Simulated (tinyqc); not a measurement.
Which substrate gives the strongest standing wave: standing waves and exposure in a photoresist film.

Values chosen for the exercise:
- lam = 248 nm (vacuum wavelength)
- n1 = 1.77 (resist index)
- A = 0.12 1/micrometre (bleachable absorption (Dill A))
- B = 1.16 1/micrometre (fixed absorption (Dill B))

r12 = (N1 - Ns)/(N1 + Ns) with N1 = n1 + i (A + B) lam/(4 pi), lam in micrometres, and Ns = ns + i ks chosen for the exercise, each substrate thick; contrast 2|r|/(1 + |r|^2); the intensity at the interface relative to the forward wave is |1 + r12|^2.

Results:
```
case            ns     ks  |r12|^2  contrast  phase (degrees)  |1 + r12|^2
near Cu      1.475  1.782   0.2300     0.780           -109.6        0.909
near W       3.421  2.847   0.3037     0.845           -149.3        0.356
near Si      1.571  3.590   0.5260     0.951           -134.1        0.517
near Al      0.193  2.897   0.8661     0.997           -117.3        1.011
near polySi  1.698  2.749   0.3764     0.891           -127.1        0.635
```

The strongest reflector is the case near Al (0.866) and the weakest near Cu (0.2300). The intensity at the interface depends on the phase too: it is lowest for the case near W (0.356, phase -149 degrees) and highest for near Al (1.011); a strong reflector with a phase of 180 degrees would put a node there.

Run: tinyqc, `OMP_NUM_THREADS=1 python tinyqc.py 1651094 1651095 out.jsonl`; Intel(R) Xeon(R) Processor @ 2.30GHz, one thread, shared host; about 0.01 s of CPU time with all checks.
